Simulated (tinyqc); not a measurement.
Configuration-coordinate model of carrier capture at a defect: sweeps and comparisons. A value that a table varies takes the place of the one given here.

Two parabolas of equal curvature k in one coordinate Q: with the carrier free at the band edge, U_f = k Q^2/2; with the carrier trapped, U_t = k (Q - dQ)^2/2 - ET. ER = k dQ^2/2, Huang-Rhys factor S = ER/hw, hw = 0.0646541 sqrt(k/M) eV for k in eV/angstrom^2 and M in u. The curves cross at a height Eb = (ER - ET)^2/(4 ER) above the free minimum.

Multiphonon factor for giving p = ET/hw phonons to the lattice: W = exp(-S (2 nb + 1)) ((nb + 1)/nb)^(p/2) I_p(x), nb = 1/(exp(hw/kT) - 1), x = 2 S sqrt(nb (nb + 1)), I_p the modified Bessel function. Classical limit: W = hw exp(-Eb/kT)/sqrt(4 pi ER kT). At T = 0: exp(-S) S^p/Gamma(p + 1).

Constants: kB = 8.617333262e-05 eV/K.

Inputs chosen for the exercise (of the size met at a deep level in Si; shifted at random, so the results belong to these values and not to a real crystal): ET = 0.36 eV (thermal depth of the level below the band edge); ER = 0.15 eV (relaxation energy); hw = 0.042 eV (phonon energy of the mode); T = 77 K (temperature).

## Capture against temperature

The local activation energy is -d ln W/d(1/kT), by central differences with T changed by 1 %.

Against T:

| T (K) | kT/hw | log10 W | log10 W, classical | activation energy (eV) |
|---|---|---|---|---|
| 40 | 0.082 | -1.957 | -9.544 | 0.0000 |
| 60 | 0.123 | -1.957 | -6.545 | 0.0000 |
| 80 | 0.164 | -1.955 | -5.064 | 0.0003 |
| 120 | 0.246 | -1.937 | -3.609 | 0.0020 |
| 160 | 0.328 | -1.901 | -2.899 | 0.0055 |
| 220 | 0.451 | -1.828 | -2.337 | 0.0123 |
| 300 | 0.616 | -1.728 | -1.955 | 0.0212 |
| 400 | 0.821 | -1.622 | -1.709 | 0.0296 |
| 550 | 1.128 | -1.508 | -1.526 | 0.0359 |

log10 W at T = 0 = -1.957
Eb = 0.0735 eV

At 40 K log10 W is -1.96, against -1.96 at T = 0 and -9.5 classically; at 550 K the two forms differ by +0.02. The activation energy read from an Arrhenius plot goes from 0.000 eV at 40 K to 0.036 at 550 K, with its largest value 0.036 at 550 K, against Eb = 0.073 eV; the classical form itself gives Eb - kT/2. A measured slope therefore understates the barrier.

## Capture against depth of the level

ET is varied at fixed ER, hw and T, as by moving the band edge with alloying or pressure.

Against ET:

| ET/ER | ET (eV) | Eb (eV) | log10 W | log10 W, classical |
|---|---|---|---|---|
| 0.10 | 0.015 | 0.0304 | -1.301 | -2.413 |
| 0.25 | 0.037 | 0.0211 | -1.039 | -1.806 |
| 0.50 | 0.075 | 0.0094 | -0.784 | -1.039 |
| 0.75 | 0.113 | 0.0023 | -0.680 | -0.579 |
| 1.00 | 0.150 | 0.0000 | -0.686 | -0.425 |
| 1.25 | 0.188 | 0.0023 | -0.777 | -0.579 |
| 1.50 | 0.225 | 0.0094 | -0.938 | -1.039 |
| 2.00 | 0.300 | 0.0375 | -1.429 | -2.880 |
| 3.00 | 0.450 | 0.1500 | -2.924 | -10.243 |

Capture is fastest at ET/ER = 0.75 among these rows, where the barrier vanishes or nearly so. The classical form is symmetric about ET = ER; the quantum one gives -0.78 at 0.5 and -0.94 at 1.5, against -1.04 for both. At ET = 3 ER it lies 7.3 decades above the classical value: deep levels capture by emitting many phonons, and the rate falls with depth by 10.0 decades per eV between the last two rows. Rows deeper than the gap of the host are formal.

## Phonon side bands at T = 0

Weights exp(-S) S^j/j! of the line with j phonons, S = ER/hw; absorption at ET + j hw, emission at ET - j hw (a dash if negative).

Lines:

| j | weight | absorption (eV) | emission (eV) |
|---|---|---|---|
| 0 | 0.02812 | 0.360 | 0.360 |
| 1 | 0.10041 | 0.402 | 0.318 |
| 2 | 0.17931 | 0.444 | 0.276 |
| 3 | 0.21346 | 0.486 | 0.234 |
| 4 | 0.19059 | 0.528 | 0.192 |
| 5 | 0.13614 | 0.570 | 0.150 |
| 6 | 0.08103 | 0.612 | 0.108 |
| 7 | 0.04134 | 0.654 | 0.066 |
| 8 | 0.01846 | 0.696 | 0.024 |
| 9 | 0.00732 | 0.738 | - |
| 10 | 0.00262 | 0.780 | - |
| 11 | 0.00085 | 0.822 | - |
| 12 | 0.00025 | 0.864 | - |
| 13 | 0.00007 | 0.906 | - |

The zero-phonon line holds 2.81 % of the band and the largest weight falls on j = 3, next to S = 3.57; the lines listed add to 1.0000.

## What each parameter does

Eb, log10 W and the full width 2.35482 sqrt(ER hw coth(hw/2kT)). Each row changes one parameter from the base and keeps the others.

Results:

| case | Eb (eV) | log10 W | full width (eV) |
|---|---|---|---|
| base | 0.0735 | -1.955 | 0.1872 |
| ET = 0.4 eV | 0.1042 | -2.361 | 0.1872 |
| ER = 0.2 eV | 0.0320 | -1.402 | 0.2162 |
| hw = 0.0504 eV | 0.0735 | -1.737 | 0.2049 |
| T = 107 K | 0.0735 | -1.945 | 0.1889 |

The largest shifts from the base row, up to three for each result and ties (the steps differ in size, so this ranks the rows, not the parameters). Eb (eV): ER -0.0415, ET +0.0307; unchanged at the printed digits by hw and T. log10 W: ER +0.553, ET -0.406, hw +0.218. full width (eV): ER +0.0290, hw +0.0176, T +0.0016; unchanged at the printed digits by ET.

(tinyqc, `OMP_NUM_THREADS=1 python tinyqc.py 1450604 1450605 out.jsonl`, Intel(R) Xeon(R) Processor @ 2.30GHz, 1 thread, shared host, about 0.01 s.)
